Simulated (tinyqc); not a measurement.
Inside a calculation. Model: modulation-doped quantum well, Poisson-Schroedinger loop with local exchange and correlation.

tinyqc, about 0.2 s, one thread, Intel Xeon 2.30GHz (shared host): `OMP_NUM_THREADS=1 python tinyqc.py 2140132 2140133 out.jsonl` Printed values are rounded.

A well of width L centred at z = 0 between barriers Vb; effective-mass electrons, parabolic bands. The electrons come from donor sheets outside the mesh, a share fL of Ns on the left and the rest on the right, so the structure is neutral. Energies are counted from the band edge of the well, with U = 0 on the first node in the Hartree part.

Values chosen for this exercise; material values those of a made-up well: temperature T = 400 K; in-plane mass md = 0.0338 m0; barrier height Vb = 0.604 eV; relative permittivity (all layers) eps_r = 12.6; well width L = 14 nm; mesh step hz = 2 nm; sheet density of electrons Ns = 3.1e11 cm^-2; share of the donors on the left side fL = 0.5; applied field along z Fz = -49 kV/cm; mixing factor a = 0.3.

Constants: q = 1.602176634e-19 C, kB = 1.380649e-23 J/K, hbar = 1.054571817e-34 J s, m0 = 9.1093837015e-31 kg, Vt = kB T/q, eps0 = 8.8541878128e-14 F/cm where lengths are in cm, hbar^2/(2 m0) = 0.0380998212 eV nm^2. Results are converted to the units shown.

## Fixed part of the potential

z, node 1 to 15 (nm): [-14, -12, -10, -8, -6, -4, -2, 0, 2, 4, 6, 8, 10, 12, 14]

V0 = 0 in the well and Vb outside, plus q Fz z (1 kV/cm = 1e-4 eV/nm).

fixed potential V0, node 1 to 15 (eV): [0.672600, 0.662800, 0.653000, 0.643200, 0.029400, 0.019600, 0.009800, 0.000000, -0.009800, -0.019600, -0.029400, 0.564800, 0.555000, 0.545200, 0.535400]

## Round 1: levels and probability densities

self-consistent potential U at the start, node 1 to 15 (eV): [0, 0, 0, 0, 0, 0, 0, 0, 0, 0, 0, 0, 0, 0, 0]
mass on the intervals 1/2, 3/2, ... (mean of both at an interface) (m0): [0.0812, 0.0812, 0.0812, 0.0812, 0.06365, 0.0461, 0.0461, 0.0461, 0.0461, 0.0461, 0.0461, 0.06365, 0.0812, 0.0812, 0.0812, 0.0812]

Tridiagonal Hamiltonian with psi = 0 one step beyond both ends: H_ii = C (1/m_(i-1/2) + 1/m_(i+1/2))/hz^2 + V0_i + U_i, H_(i,i+1) = -C/(m_(i+1/2) hz^2), C = hbar^2/(2 m0). The lowest 3 level(s) are kept, normalised to hz sum |psi|^2 = 1.

levels (eV): E1 0.020096, E2 0.096048, E3 0.212716

```
node  |psi|^2 of E1 (1/nm)  |psi|^2 of E2 (1/nm)  |psi|^2 of E3 (1/nm)
1                 0.000000              0.000000              0.000000
2                 0.000000              0.000001              0.000006
3                 0.000007              0.000063              0.000194
4                 0.000373              0.002740              0.006027
5                 0.012724              0.077598              0.123129
6                 0.034442              0.124291              0.056400
7                 0.066526              0.087670              0.009583
8                 0.100753              0.013464              0.113659
9                 0.119738              0.013915              0.052571
10                0.105353              0.084988              0.015749
11                0.057970              0.091154              0.115036
12                0.002063              0.003990              0.007299
13                0.000050              0.000121              0.000330
14                0.000001              0.000004              0.000015
15                0.000000              0.000000              0.000001
```

## Round 1: Fermi level and occupations

Level k holds N_k = D_k Vt ln(1 + exp((EF - E_k)/Vt)) with D = md m0 q/(pi hbar^2) per eV (spin included); EF is fixed by sum N_k = Ns.

EF = 0.00983782 eV
N_k (cm^-2): E1 2.70294e11, E2 3.83552e10, E3 1.35048e9

## Round 1: density, output potential and mixing

n_i = sum_k N_k |psi_k|^2 (converted to cm^-3). Hartree part by Gauss: on the interval after node i the enclosed sheet charge is S_i = fL Ns - hz sum_(j<=i) n_j, and U_(i+1) = U_i + q S_i hz/(eps0 eps_r) in eV, U_1 = 0. Added to it: V_xc = -(2 Ry/(pi al rs)) [1 + 0.7734 (rs/21) ln(1 + 21/rs)] (Hedin-Lundqvist), al = (4/(9 pi))^(1/3), rs = (3/(4 pi n))^(1/3)/aB, aB = 4 pi eps0 eps_r hbar^2/(md m0 q^2), Ry = q/(8 pi eps0 eps_r aB) in eV. Mixing: U(new) = U + a (U(out) - U).

```
node  n (1e17 cm^-3)  U(out) (eV)  U after round 1 (1e-3 eV)
1            0.00000   -0.0000521                   -0.01563
2            0.00001    0.0042741                    1.28223
3            0.00046    0.0083419                    2.50256
4            0.02141    0.0116103                    3.48309
5            0.65816    0.0128172                    3.84515
6            1.41528    0.0155252                    4.65757
7            2.13572    0.0178940                    5.36819
8            2.79028    0.0192771                    5.78313
9            3.29693    0.0192680                    5.78040
10           3.17572    0.0178907                    5.36722
11           1.93205    0.0157843                    4.73530
12           0.07204    0.0158438                    4.75313
13           0.00187    0.0130609                    3.91827
14           0.00005    0.0091646                    2.74937
15           0.00000    0.0049090                    1.47270
```

## Course of the self-consistent loop

Start from U = 0. Stop when the largest |U(out) - U| is below 1e-7 eV, or after 120 rounds.

Course of the iteration:
```
round  level E1 (eV)     EF (eV)  largest |U(out) - U| (eV)
1          0.0200957  0.00983782                     0.0193
2          0.0254796   0.0151375                     0.0135
3          0.0292358   0.0188342                    9.41e-3
4          0.0318568   0.0214131                    6.57e-3
5          0.0336858   0.0232126                    4.59e-3
6          0.0349621   0.0244682                    3.21e-3
7          0.0358529   0.0253443                    2.24e-3
8          0.0364746   0.0259558                    1.56e-3
9          0.0369085   0.0263826                    1.09e-3
...              ...         ...                        ...
27         0.0379100   0.0273674                    1.72e-6
28         0.0379105   0.0273678                    1.20e-6
29         0.0379108   0.0273682                    8.41e-7
30         0.0379111   0.0273684                    5.88e-7
31         0.0379112   0.0273685                    4.11e-7
32         0.0379113   0.0273687                    2.87e-7
33         0.0379114   0.0273687                    2.01e-7
34         0.0379115   0.0273688                    1.40e-7
35         0.0379115   0.0273688                    9.80e-8
```

Converged in 35 rounds. Towards the end the residual shrinks by a factor of about 0.70 a round.

## Converged levels, occupations and centroid

converged U, node 1 to 15 (eV): [-0.0000551, 0.0042666, 0.0083248, 0.0115679, 0.0127115, 0.0154261, 0.0178063, 0.0191833, 0.0191498, 0.0177412, 0.0156098, 0.0156862, 0.0129103, 0.0090172, 0.0047640]

Solve for the levels with V0 + U, find EF, n_i = sum_k N_k |psi_k|^2 (in cm^-3); share of each level N_k/Ns; centroid sum n z/sum n.

levels (eV): E1 0.037911, E2 0.112065, E3 0.228841
EF = 0.0273688 eV
shares (%): E1 86.6402, E2 12.9060, E3 0.4538
n, node 1 to 15 (in units of 1e17 cm^-3): [0.00000, 0.00001, 0.00051, 0.02319, 0.70338, 1.46620, 2.13873, 2.73620, 3.23328, 3.16321, 1.95978, 0.07351, 0.00194, 0.00005, 0.00000]
centroid = 1.09245 nm

With 400 intervals across the well and the same walls, E2 - E1 = 85.92 meV and EF - E1 = -8.789 meV; this mesh gives 74.15 and -10.54 meV.
